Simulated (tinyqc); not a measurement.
# Thermal, flicker and telegraph noise of a field-effect transistor, step by step

A worked calculation. Computed by tinyqc, a small Python program that keeps every step. Command: `OMP_NUM_THREADS=1 python tinyqc.py 3018817 3018818 out.jsonl noise walk`. One thread of a shared host (Intel(R) Xeon(R) Processor @ 2.30GHz), about 0.01 s of CPU time with the checks. Intermediate numbers are printed to about 7 digits and carried at full precision; extremes and crossings named in words are read from the listed rows.

Strong inversion, threshold roll-off and channel-length modulation left out; noise sources are uncorrelated and are given as one-sided spectral densities.

Inputs (values chosen for the exercise, modelled on a silicon n-channel):

| quantity | value | unit |
|---|---|---|
| width W | 0.74 | micrometre |
| length L | 700 | nm |
| electrical oxide thickness t | 5.7 | nm |
| mobility mu | 81 | cm^2/(V s) |
| saturation velocity v_s | 1 | 1e7 cm/s |
| overdrive V_ov | 0.73 | V |
| thermal noise factor gamma | 0.73 | - |
| oxide trap density N_t | 1.4e+18 | 1/(eV cm^3) |
| oxide barrier phi | 3.1 | eV |
| oxide mass m_ox | 0.39 | m_0 |
| Hooge parameter alpha_H | 1.3e-05 | - |
| frequency f | 800 | Hz |
| temperature T | 300 | K |

Operating region: saturation. Flicker model: Hooge.

Constants: eps_0 = 8.8541878128e-12 F/m; hbar = 1.054571817e-34 J s; m_0 = 9.1093837015e-31 kg; e = 1.602176634e-19 C; k_B = 8.617333262e-05 eV/K; k_B = 1.380649e-23 J/K.

## Operating point

C_ox = 3.9 eps_0/t; V_c = 2 v_s L/mu; I = W C_ox v_s V_ov^2/(V_ov + V_c); g_m = W C_ox v_s V_ov (V_ov + 2 V_c)/(V_ov + V_c)^2; g_d0 = mu C_ox (W/L) V_ov.

C_ox = 0.6058129 microfarad/cm^2

drain current I = 13.26194 microampere

g_m = 35.59787 microsiemens

g_d0 = 37.86867 microsiemens

## Flicker noise

Tunnelling length lambda = hbar/(2 sqrt(2 m_ox phi)); flat-band noise S_Vfb = e^2 k_B T lambda N_t/(W L C_ox^2 f). Hooge: S_I = I^2 alpha_H/(f N), N = W L C_ox V_ov/e (the source-end density).

tunnelling length lambda = 0.8876021 angstrom

S_Vfb = 5.422063e-12 V^2/Hz

flicker S_I = 1.998879e-22 A^2/Hz

flicker S_I/I^2 = 1.136508e-12 1/Hz

## Thermal noise and corner

Thermal: S_I = 4 k_B T gamma g_d0; input-referred S_V = S_I/g_m^2; corner f_c where flicker equals thermal. Total input noise from 1 Hz to f_c: sqrt(S_V,thermal [f_c ln(f_c/1 Hz) + f_c - 1 Hz]).

thermal S_I = 4.580021e-25 A^2/Hz

input-referred thermal noise = 19.01121 nV/sqrt(Hz)

corner frequency f_c = 349147.6 Hz

input noise up to f_c = 41.67492 microvolt

full shot noise 2eI over thermal S_I = 9.278546

At f the noise is flicker dominated (f_c/f = 436).

## How many traps?

Active traps per decade of time constant: N_dec = N_t k_B T W L lambda ln(10); a single trap at the interface shifts the threshold by e/(W L C_ox) and the current by g_m times that; tunnelling depth for frequency f, z = lambda ln(1/(2 pi f tau_0)), tau_0 = 1e-10 s.

traps per decade = 3.831651

threshold step of one trap = 0.05105546 mV

current step of one trap = 0.01370437 %

depth probed at f = 1.287321 nm

With several traps per decade their Lorentzians merge into 1/f.

## Telling the models apart

The formulas are those given above.

Against the overdrive:

| V_ov (V) | I (microampere) | (g_m/I)^2 (1/V^2) | S_I/I^2 (1/Hz) | S_I/g_m^2 (V^2/Hz) |
|---|---|---|---|---|
| 0.20 | 1.02563 | 98.85937 | 4.148256e-12 | 4.196118e-14 |
| 0.25 | 1.59798 | 63.09074 | 3.318605e-12 | 5.260050e-14 |
| 0.32 | 2.60771 | 38.35566 | 2.592660e-12 | 6.759524e-14 |
| 0.40 | 4.05612 | 24.43771 | 2.074128e-12 | 8.487406e-14 |
| 0.50 | 6.30205 | 15.55332 | 1.659302e-12 | 1.066848e-13 |
| 0.63 | 9.93253 | 9.72679 | 1.316907e-12 | 1.353896e-13 |
| 0.80 | 15.86561 | 5.97657 | 1.037064e-12 | 1.735216e-13 |
| 1.00 | 24.51885 | 3.78422 | 8.296511e-13 | 2.192397e-13 |

S_I/I^2 falls as V_ov^-1.00 at first and V_ov^-1.00 at the end; (g_m/I)^2 as V_ov^-2.01 and V_ov^-2.05. S_I/I^2 follows 1/N, so the input-referred noise rises by a factor 5.22, roughly as V_ov.

Checks made by the program: g_m against a numerical derivative of I (relative difference below 1e-10).
